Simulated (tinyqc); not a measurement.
Trap in a gate oxide as a short-range spherical well: sweeps and comparisons. A value that a table varies takes the place of the one given here.

A spherical well of radius R and depth V0 below the conduction edge, one mass m, c = hbar^2/2m0. The s level at binding Et solves k cot(k R) = -kappa with k = sqrt(m (V0 - Et)/c), kappa = sqrt(m Et/c); it exists for V0 > Vc = c (pi/2R)^2/m. Outside, psi falls as exp(-kappa r)/r.

Lucovsky model (delta well, plane-wave final states, no local-field factor): sigma = (32 pi alpha c/(3 n_r m Et)) (x - 1)^(3/2)/x^3, x = h nu/Et, c = hbar^2/2m0; 1 angstrom^2 = 1e-16 cm^2.

Energies from the conduction edge of the channel. The trap level at depth x is E_T = dEc - Et - e Fox x (1 MV/cm = 0.01 eV/angstrom). An electron at the channel edge tunnels with the WKB exponent S = (4/3) sqrt(m/c) [dEc^(3/2) - (dEc - e Fox x)^(3/2)]/(e Fox), c = hbar^2/2m0; tau = t0 exp(S); the occupation is f = 1/(1 + exp((E_T - EF)/kB T)), tau_c = tau/f and tau_e = tau/(1 - f). Lattice relaxation is left out; a level below the channel edge needs phonons as well, so tau is then a lower bound, while a level above it can also empty elastically at its own energy, through a thinner barrier, faster than this tau.

Constants: hbar^2/2m0 = 3.80998211 eV angstrom^2; fine-structure constant alpha = 0.007297352564; kB = 8.617333262e-05 eV/K.

Values chosen for the exercise (near those of HfO2 on Si; not measured data):
- R = 3 angstrom (radius of the well)
- m = 0.206 m0 (mass)
- fV = (1.05, 1.13, 1.33, 1.66, 2.45, 3.43, 4.87) (V0/Vc)
- n_r = 1.87 (refractive index)
- xs = (1.03, 1.28, 1.57, 1.9, 2.1, 2.72, 4.57, 8.64) (photon energies h nu/Et)
- dEc = 1.44 eV (conduction offset to the channel)
- Fox = 4.2 MV/cm (oxide field, lowering levels away from the channel)
- t0 = 1.8 x 1e-11 s (time constant at the interface)
- T = 300 K (temperature)
- EF = -0.08 eV (Fermi level above the channel edge)
- ds = (3, 6, 9, 12, 15, 18) angstrom (depths)
- V0 = 9.25 eV (depth of the well)
- x = 11 angstrom (depth of the trap)

## From threshold to a deep level

Et against the depth at fixed R; near threshold Et = (pi^2/16)(V0 - Vc)^2/Vc.

Results:

| V0/Vc | V0 (eV) | Et (eV) | threshold form (eV) | 1/kappa (angstrom) | share outside |
|---|---|---|---|---|---|
| 1.05 | 5.324 | 0.007543 | 0.007819 | 49.5 | 0.942 |
| 1.13 | 5.730 | 0.04829 | 0.05286 | 19.6 | 0.860 |
| 1.33 | 6.744 | 0.2752 | 0.3406 | 8.2 | 0.702 |
| 1.66 | 8.417 | 0.9272 | 1.362 | 4.5 | 0.532 |
| 2.45 | 12.423 | 3.274 | 6.576 | 2.4 | 0.326 |
| 3.43 | 17.392 | 6.944 | 18.47 | 1.6 | 0.212 |
| 4.87 | 24.693 | 13.02 | 46.84 | 1.2 | 0.134 |

The threshold form holds to 10 % up to V0/Vc = 1.13 of those listed. There the state is mostly outside the well (94 % in the first row) and knows only Et, which is why a delta-well model works; more than half is inside from V0/Vc = 2.45 on. A second s level would need V0/Vc > 9. From V0/Vc = 3.43 on Et exceeds the gap of the host, about 5.8 eV, so those rows only show the model.

## Neutral against charged centre

Et = 1.34241 eV

Lucovsky cross-section, its shape relative to the peak, and the shape of a hydrogen-like centre relative to threshold: x^-4 exp(4 - 4 atan(e)/e)/(1 - exp(-2 pi/e)), e = sqrt(x - 1).

Results:

| x | h nu (eV) | sigma (1e-18 cm^2) | relative to peak | hydrogen-like |
|---|---|---|---|---|
| 1.03 | 1.383 | 0.857 | 0.038 | 0.924 |
| 1.28 | 1.718 | 12.7 | 0.565 | 0.514 |
| 1.57 | 2.108 | 20.0 | 0.890 | 0.292 |
| 1.90 | 2.551 | 22.4 | 0.996 | 0.171 |
| 2.10 | 2.819 | 22.4 | 0.997 | 0.129 |
| 2.72 | 3.651 | 20.2 | 0.897 | 0.061 |
| 4.57 | 6.135 | 12.7 | 0.565 | 0.013 |
| 8.64 | 11.598 | 5.90 | 0.262 | 0.002 |

The short-range centre starts from zero, reaches half its peak at x = 1.24 and peaks at x = 2; in the last row it still has 26 % of the peak. The Coulomb centre is largest at threshold and is down to 0.2 % there. Reading the peak as the threshold would misplace the level by a factor 2, here 1.34 eV. Rows above the gap, about 5.8 eV, are hidden by band-to-band absorption.

## Depth of the trap

Each depth has its own level and time; the corner frequency is 1/(2 pi tau).

Results:

| x (angstrom) | E_T (eV) | S | tau (s) | corner (Hz) | f |
|---|---|---|---|---|---|
| 3 | -0.028 | 1.64 | 9.3e-11 | 1.7e+09 | 0.120 |
| 6 | -0.154 | 3.20 | 4.4e-10 | 3.6e+08 | 0.947 |
| 9 | -0.280 | 4.68 | 1.9e-09 | 8.2e+07 | 1.000 |
| 12 | -0.406 | 6.07 | 7.8e-09 | 2.0e+07 | 1.000 |
| 15 | -0.532 | 7.37 | 2.9e-08 | 5.5e+06 | 1.000 |
| 18 | -0.658 | 8.58 | 9.6e-08 | 1.7e+06 | 1.000 |

tau spans 3.0 decades, one decade for each 4.43 angstrom at the start and 5.73 at the end, where the field has thinned the barrier. Traps spread evenly in depth are thus spread nearly evenly in ln tau; if levels near EF exist at every depth, this sums to 1/f noise and to charging that grows as ln t. With the single Et of this table only depths where f is neither 0 nor 1 contribute. The level crosses EF between 3 and 6 angstrom.

## What each parameter does

Et from the well, then the level and the time. Each row changes one parameter from the base and keeps the others.

Results:

| case | Et (eV) | E_T (eV) | log10 tau (s) | ln(tau_c/tau_e) |
|---|---|---|---|---|
| base | 1.342 | -0.364 | -8.31 | -11.0 |
| x = 13 angstrom | 1.342 | -0.448 | -7.91 | -14.3 |
| Fox = 5.2 MV/cm | 1.342 | -0.474 | -8.36 | -15.3 |
| dEc = 1.32 eV | 1.342 | -0.484 | -8.43 | -15.6 |
| m = 0.227 m0 | 1.694 | -0.716 | -8.18 | -24.6 |
| V0 = 9.71 eV | 1.591 | -0.613 | -8.31 | -20.6 |
| T = 350 K | 1.342 | -0.364 | -8.31 | -9.4 |
| EF = -0.03 eV | 1.342 | -0.364 | -8.31 | -12.9 |

The largest shifts from the base row, up to three for each result and ties (the steps differ in size, so this ranks the rows, not the parameters). Et (eV): m +0.351, V0 +0.249; unchanged at the printed digits by x, Fox, dEc, T and EF. E_T (eV): m -0.351, V0 -0.249, dEc -0.120; unchanged at the printed digits by T and EF. log10 tau (s): x +0.39, dEc -0.13, m +0.12; unchanged at the printed digits by V0, T and EF. ln(tau_c/tau_e): m -13.6, V0 -9.6, dEc -4.6.

Program tinyqc; command `OMP_NUM_THREADS=1 python tinyqc.py 1251815 1251816 out.jsonl`; about 0.01 s on one thread of a shared Intel(R) Xeon(R) Processor @ 2.30GHz.
